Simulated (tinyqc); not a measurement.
Raising U: Hubbard chain of 4 sites, mean field against exact. Computed by the program tinyqc. 

one-body matrix (hopping and site energies) (eV):
```
,1,2,3,4
1,0.0000,-1.4100,0.0000,0.0000
2,-1.4100,0.0000,-1.4100,0.0000
3,0.0000,-1.4100,0.0000,-1.4100
4,0.0000,0.0000,-1.4100,0.0000
```

electrons, up and down: 2  2

Collinear unrestricted mean field (the lowest of 40 random starts) against exact diagonalisation.

Exact and mean-field results (eV):
```
U,U/t,E exact,E mean field,mean |n_up - n_down|,"double occupancy, exact",first gap in the sector
0.700,0.496,-5.64178,-5.60571,0.000,0.224,1.548
1.410,1.000,-5.04127,-4.89571,0.000,0.199,1.380
2.820,2.000,-4.05508,-3.52082,0.393,0.152,1.112
4.230,3.000,-3.30987,-2.59721,0.697,0.114,0.912
5.640,4.000,-2.75393,-2.02239,0.820,0.085,0.762
8.460,6.000,-2.01903,-1.38321,0.918,0.049,0.561
11.280,8.000,-1.57521,-1.04632,0.953,0.031,0.438
16.920,12.000,-1.08298,-0.70171,0.979,0.015,0.301
28.200,20.000,-0.66075,-0.42229,0.993,0.006,0.184
```

In absolute terms mean field is worst at U/t = 4.0, 0.732 eV too high: at small U it is nearly exact, and at large U it misses only exchange-scale energies. Its local moments set in at U/t = 2.0 of those listed, a broken symmetry that the exact state of a finite cluster with equal spins does not have. Relative to the exact energy its error is 0.6 % at the smallest U, 36 % at most and 36 % at the largest. The double occupancy falls from 0.224 to 0.006; at the largest U the first gap is 0.65 times the exchange scale 4t^2/U.
